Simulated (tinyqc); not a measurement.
The mobility curve: inversion-layer mobility, back-scattering and ballistic limit of a field-effect transistor. Computed by tinyqc, a small Python program. Command: `OMP_NUM_THREADS=1 python tinyqc.py 3009402 3009403 out.jsonl mos walk`. One thread of a shared host (Intel(R) Xeon(R) Processor @ 2.30GHz), about 0.01 s of CPU time with the checks.

The charge at the top of the source barrier is fixed by the gate; series resistance and short-channel effects are left out. F_j are Fermi integrals normalised to exp(eta) in the classical limit.

Inputs (values chosen for the exercise, modelled on a 4H-SiC n-channel):

| quantity | value | unit |
|---|---|---|
| weight w of the inversion charge | 0.5 | - |
| permittivity eps | 9.7 | - |
| phonon mobility at 1 MV/cm and 300 K, mu_ph | 82 | cm^2/(V s) |
| roughness mobility at 1 MV/cm, mu_sr | 68 | cm^2/(V s) |
| Coulomb mobility at N_inv = 1e12/cm^2, mu_C | 34 | cm^2/(V s) |
| electrical oxide thickness t_inv | 1 | nm |
| depletion charge N_dep | 4.5e+11 | 1/cm^2 |
| temperature T | 400 | K |

Statistics at the top of the barrier: Fermi-Dirac.

Constants: eps_0 = 8.8541878128e-12 F/m; e = 1.602176634e-19 C.

Method. N_inv = 3.9 eps_0 (V_G - V_T)/(e t_inv); effective field E_eff = e (N_dep + w N_inv)/(eps eps_0). mu_phonon = mu_ph (E_eff/1 MV/cm)^(-0.3) (T/300 K)^(-1.75); mu_rough = mu_sr (E_eff/1 MV/cm)^(-2); mu_Coulomb = mu_C (N_inv/1e12 cm^-2) (T/300 K); Matthiessen's rule adds 1/mu.

Mobilities (cm^2/(V s)):

| V_G - V_T (V) | N_inv (1/cm^2) | E_eff (MV/cm) | phonon | roughness | Coulomb | total |
|---|---|---|---|---|---|---|
| 0.03 | 6.4658e+11 | 0.1443 | 88.599 | 3.2677e+03 | 29.3 | 21.878 |
| 0.06 | 1.2932e+12 | 0.2046 | 79.785 | 1.6250e+03 | 58.6 | 33.105 |
| 0.12 | 2.5863e+12 | 0.3252 | 69.428 | 6.4306e+02 | 117.2 | 40.837 |
| 0.20 | 4.3106e+12 | 0.4860 | 61.543 | 2.8789e+02 | 195.4 | 40.258 |
| 0.35 | 7.5435e+12 | 0.7876 | 53.246 | 1.0963e+02 | 342.0 | 32.440 |
| 0.50 | 1.0776e+13 | 1.0891 | 48.312 | 5.7329e+01 | 488.5 | 24.882 |
| 0.75 | 1.6165e+13 | 1.5917 | 43.114 | 2.6841e+01 | 732.8 | 16.177 |
| 1.00 | 2.1553e+13 | 2.0943 | 39.707 | 1.5504e+01 | 977.1 | 11.025 |
| 1.50 | 3.2329e+13 | 3.0994 | 35.301 | 7.0787e+00 | 1465.6 | 5.873 |

What does the comparison show, and why?

The lowest part is Coulomb from 0.0300 to 0.0600, phonon from 0.120 to 0.500, roughness from 0.750 to 1.50 V. The total peaks at 41 near E_eff = 0.33 MV/cm: screening lifts it at low density and the field presses it down at high density.

Extremes, crossings and ranges named in words are read from the listed rows.
